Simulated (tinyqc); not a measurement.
Full law against its linear and parabolic limits: Deal-Grove kinetics of thermal oxidation of silicon. Computed by tinyqc, a small Python program. Command: `OMP_NUM_THREADS=1 python tinyqc.py 3025955 3025956 out.jsonl oxide walk`. One thread of a shared host (Intel(R) Xeon(R) Processor @ 2.30GHz), about 0.02 s of CPU time with the checks.

Oxidant diffuses through the oxide and reacts at the interface, so that dx/dt = B/(A + 2x) for the oxide thickness x.

Inputs (values chosen for the exercise, close to those used for silicon):
```
quantity                       value    unit
prefactor B0                     830  um^2/h
activation energy E_B           1.22      eV
prefactor (B/A)0            6.59e+06    um/h
activation energy E_A           1.99      eV
temperature T                   1125       C
oxidant pressure p                 1     atm
pressure exponent m of B/A      0.74       -
initial oxide x_i              0.025      um
time t                          0.54       h
```

Ambient: dry oxygen. Surface: (111).

Constants: k_B = 8.617333262e-05 eV/K.

Method:
- B = B0 p exp(-E_B/(k_B T)), B/A = (B/A)0 p^m exp(-E_A/(k_B T)), p in atm; A = B/(B/A).
- Temperatures in kelvin are T(C) + 273.15.
- tau = (x_i^2 + A x_i)/B and x = (A/2) [sqrt(1 + 4 B (t + tau)/A^2) - 1], the root of x^2 + A x = B (t + tau).
- Silicon consumed is 0.44 times the oxide grown; the rate is B/(A + 2x).
- Linear limit x = (B/A)(t + tau); parabolic limit x = sqrt(B (t + tau)).

tau = 0.0753334 h

length A = 0.0751170 um

parabolic constant B = 0.0332246 um^2/h

linear constant B/A = 0.442305 um/h

Thickness (um):
```
t (h)     full  linear limit  parabolic limit    2x/A
0.05   0.03711         0.055           0.0645   0.988
0.1    0.04751         0.078           0.0763   1.265
0.25   0.07298         0.144           0.1040   1.943
0.5    0.10571         0.254           0.1383   2.815
1      0.15515         0.476           0.1890   4.131
2      0.22770         0.918           0.2626   6.063
4      0.33232         1.803           0.3680   8.848
8      0.48178         3.572           0.5180  12.827
16     0.69423         7.110           0.7308  18.484
32     0.99545        14.187           1.0323  26.504
```

What follows from these numbers?

Both limits lie above the full result, since each drops one resistance. The linear law overshoots by 49 % in the first row and 1300 % in the last, the parabolic law by 74 % and 3.7 %. The better limit switches between 0.05 and 0.1 h; both give the same value where B (t + tau) = A^2, at 2x/A = sqrt5 - 1 = 1.24.

Extremes, crossings and ranges named in words are read from the listed rows.
